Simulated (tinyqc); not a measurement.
# From mixing enthalpy H_mix back to triplet interaction Vt

Model: cluster expansion of a binary alloy: correlations, fit, cross-validation and ground states. Computed by tinyqc, a small Python program. Command: `OMP_NUM_THREADS=1 python tinyqc.py 3017132 3017133 out.jsonl clex inv`. One thread of a shared host (Intel(R) Xeon(R) Processor @ 2.30GHz), about 0.2 s of CPU time with the checks.

s = +1 for A and -1 for B. Energy per site E = J0 + J1 P(point) + sum over clusters of m V P, with P the mean product of spins; V > 0 on a pair favours unlike neighbours. Clusters per site m: pair 1 6, pair 2 3, pair 3 12, triplet 8; the triplet is the triangle of first neighbours. Formation energies are counted from the line between pure A and pure B, which removes J0 and J1.

Inputs (values chosen for the exercise, for a model alloy):
```
quantity                    value  unit
first-pair interaction V1   -18.5   meV
second-pair interaction V2    2.6   meV
third-pair interaction V3     1.8   meV
temperature T                1500     K
fraction x of B              0.79     -
```

Lattice: fcc.

Constants: k_B = 8.617333262e-05 eV/K.

Method. Random alloy: P(pair) = p^2, P(triplet) = p^3, p = 1 - 2x, so H_mix = (p^2 - 1) sum m V(pairs) + (p^3 - p) m Vt; G_mix = H_mix + k_B T [x ln x + (1 - x) ln(1 - x)]. To first order in 1/T the Warren-Cowley parameter of shell 1 is alpha_1 = -(1 - p^2) V_eff/(k_B T), V_eff = V1 + (number of triplets on a first-neighbour bond) p Vt, that number being 4.

Task: A run gave the result below. Find the triplet interaction Vt, known to lie between 3.2 and 5.8 meV.

mixing enthalpy H_mix = 66.08129 meV/site

Result:

Each step takes the trial c = (a f_b - b f_a)/(f_b - f_a), f being the result less the target and a, b, c the logarithms of the listed values; c replaces end b, the old b replaces a if the sign of f changed, and otherwise f_a is halved.

Scan of the range:
```
triplet interaction Vt (meV)  mixing enthalpy H_mix (meV/site)
3.20                                                   64.0029
3.53                                                   65.0190
3.90                                                   66.1583
4.31                                                   67.4207
4.76                                                   68.8063
5.25                                                   70.3151
5.80                                                   72.0086
```

False position (Illinois rule, in the logarithm of the input) inside the bracket:
```
step    end a    end b    trial  mixing enthalpy H_mix (meV/site)
1     3.53000  3.90000  3.87382                           66.0777
2     3.90000  3.87382  3.87500                           66.0813
3     3.90000  3.87500  3.87500                           66.0813
4     3.87500  3.87500  3.87500                           66.0813
```

Mixing enthalpy H_mix rises at every point of a 13-point scan of the range (every second point is shown), so one value fits; it is bracketed by 3.53 and 3.90. The scan shows a straight line, so linear interpolation between any two rows gives the answer at once. Answer: triplet interaction Vt = 3.875 meV.
